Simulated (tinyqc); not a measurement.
Hueckel theory of the pi electrons, for the molecule c1ccc2cc3ccccc3cc2c1 (SMILES; centres numbered as the heavy atoms are written), step by step. One step of it, computed by the program tinyqc.

Question. Energy, charges, bond orders. E = sum n x; q_r = z_r - P_rr; bond order p = P_rs; free valence = sqrt(3) - sum of p over the bonds of the atom.

x values: 2.414214  2.000000  1.414214  1.414214  1.000000  1.000000  0.414214  -0.414214  -1.000000  -1.000000  -1.414214  -1.414214  -2.000000  -2.414214

occupations: 2.000000  2.000000  2.000000  2.000000  2.000000  2.000000  2.000000  0.000000  0.000000  0.000000  0.000000  0.000000  0.000000  0.000000

charge and bond-order matrix P, lower triangle:
```
            1C         2C         3C         4C         5C         6C         7C         8C
1C    1.000000
2C    0.585871   1.000000
3C    0.000000   0.737394   1.000000
4C   -0.217174   0.000000   0.535364   1.000000
5C    0.000000  -0.202031   0.000000   0.606092   1.000000
6C    0.116159   0.000000  -0.131303   0.000000   0.606092   1.000000
7C    0.000000   0.070728   0.000000  -0.131303   0.000000   0.535364   1.000000
8C   -0.080795   0.000000   0.070728   0.000000  -0.202031   0.000000   0.737394   1.000000
9C    0.000000  -0.080795   0.000000   0.116159   0.000000  -0.217174   0.000000   0.585871
10C   0.070728   0.000000  -0.035364   0.000000   0.101015   0.000000  -0.368697   0.000000
11C   0.000000   0.116159   0.000000  -0.181810   0.000000   0.484856   0.000000  -0.217174
12C  -0.202031   0.000000   0.101015   0.000000  -0.404061   0.000000   0.101015   0.000000
13C   0.000000  -0.217174   0.000000   0.484856   0.000000  -0.181810   0.000000   0.116159
14C   0.737394   0.000000  -0.368697   0.000000   0.101015   0.000000  -0.035364   0.000000

            9C        10C        11C       12C       13C       14C
9C    1.000000
10C   0.737394   1.000000
11C   0.000000   0.535364   1.000000
12C  -0.202031   0.000000   0.606092  1.000000
13C   0.000000  -0.131303   0.000000  0.606092  1.000000
14C   0.070728   0.000000  -0.131303  0.000000  0.535364  1.000000
```

Centres:

| centre | z_r, pi electrons of the neutral centre | h |
|---|---|---|
| 1C | 1 | 0.000000 |
| 2C | 1 | 0.000000 |
| 3C | 1 | 0.000000 |
| 4C | 1 | 0.000000 |
| 5C | 1 | 0.000000 |
| 6C | 1 | 0.000000 |
| 7C | 1 | 0.000000 |
| 8C | 1 | 0.000000 |
| 9C | 1 | 0.000000 |
| 10C | 1 | 0.000000 |
| 11C | 1 | 0.000000 |
| 12C | 1 | 0.000000 |
| 13C | 1 | 0.000000 |
| 14C | 1 | 0.000000 |

Bonds:

| i | j | k |
|---|---|---|
| 1 | 2 | 1 |
| 2 | 3 | 1 |
| 3 | 4 | 1 |
| 4 | 5 | 1 |
| 5 | 6 | 1 |
| 6 | 7 | 1 |
| 7 | 8 | 1 |
| 8 | 9 | 1 |
| 9 | 10 | 1 |
| 10 | 11 | 1 |
| 11 | 12 | 1 |
| 12 | 13 | 1 |
| 13 | 14 | 1 |
| 14 | 1 | 1 |
| 13 | 4 | 1 |
| 11 | 6 | 1 |

Give: pi energy = 14 alpha + this times beta; pi charges; Bond orders and lengths from R = 1.517 - 0.180 p; free valence of the carbons; gap between the highest filled and the next level.

Answer.

pi energy = 14 alpha + this times beta = 19.3137

pi charges: 1C 0.0000, 2C 0.0000, 3C 0.0000, 4C 0.0000, 5C 0.0000, 6C 0.0000, 7C 0.0000, 8C 0.0000, 9C 0.0000, 10C 0.0000, 11C 0.0000, 12C 0.0000, 13C 0.0000, 14C 0.0000

Bond orders and lengths from R = 1.517 - 0.180 p (angstrom, C-C alone):

| bond | p | R |
|---|---|---|
| 1-2 | 0.5859 | 1.4115 |
| 2-3 | 0.7374 | 1.3843 |
| 3-4 | 0.5354 | 1.4206 |
| 4-5 | 0.6061 | 1.4079 |
| 5-6 | 0.6061 | 1.4079 |
| 6-7 | 0.5354 | 1.4206 |
| 7-8 | 0.7374 | 1.3843 |
| 8-9 | 0.5859 | 1.4115 |
| 9-10 | 0.7374 | 1.3843 |
| 10-11 | 0.5354 | 1.4206 |
| 11-12 | 0.6061 | 1.4079 |
| 12-13 | 0.6061 | 1.4079 |
| 13-14 | 0.5354 | 1.4206 |
| 14-1 | 0.7374 | 1.3843 |
| 13-4 | 0.4849 | 1.4297 |
| 11-6 | 0.4849 | 1.4297 |

free valence of the carbons: 1C 0.4088, 2C 0.4088, 3C 0.4593, 4C 0.1057, 5C 0.5199, 6C 0.1057, 7C 0.4593, 8C 0.4088, 9C 0.4088, 10C 0.4593, 11C 0.1057, 12C 0.5199, 13C 0.1057, 14C 0.4593

gap between the highest filled and the next level = 0.8284 |beta|
